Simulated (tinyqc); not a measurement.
What each parameter does: three-band (Emery) model of a CuO2 plane downfolded to one band.

Electron picture, d at 0 and the oxygen p orbitals at -D; sx = sin(kx a/2), sy = sin(ky a/2). H = [[0, 2 tpd sx, -2 tpd sy], [., -D, -4 tpp sx sy], [., ., -D]], real and symmetric. The top (antibonding) band crosses the Fermi level.

Values chosen for the exercise (out of a larger set: of the size used for cuprate planes; not measured data):
- D = 1.5 eV (ed - ep)
- tpd = 1.12 eV (d-p hopping)
- tpp = 0.51 eV (p-p hopping)

Top band at (1,1), (1,0) and (1/2,1/2) in pi/a, and its d weight at (1/2,1/2).

One parameter was then changed.

Results before and after:
```
case,"E(1,1) (eV)","E(1,0) (eV)","E(1/2,1/2) (eV)",d weight
base,3.4493,1.6122,2.0128,0.5533
changed,3.3688,1.5621,1.9470,0.5696
```

Which of these changes was made? (a) D = 1.65 eV; (b) tpp = 0.561 eV; (c) tpd = 1.232 eV.
Answer: (a) D = 1.65 eV. Of the candidates, run in turn, only this one gives the changed row.

All candidates:
```
case,"E(1,1) (eV)","E(1,0) (eV)","E(1/2,1/2) (eV)",d weight
base,3.4493,1.6122,2.0128,0.5533
D = 1.65 eV,3.3688,1.5621,1.9470,0.5696
tpd = 1.232 eV,3.7651,1.8256,2.2357,0.5485
tpp = 0.561 eV,3.5616,1.6122,2.0590,0.5420
```

At (1,0) sy = 0, so tpp does not enter.

Computed by tinyqc, a small Python program: `OMP_NUM_THREADS=1 python tinyqc.py 1480217 1480218 out.jsonl` (the numbers bound the seed that draws the inputs); one thread of a shared host (Intel(R) Xeon(R) Processor @ 2.30GHz), about 0.02 s for the whole set of steps.
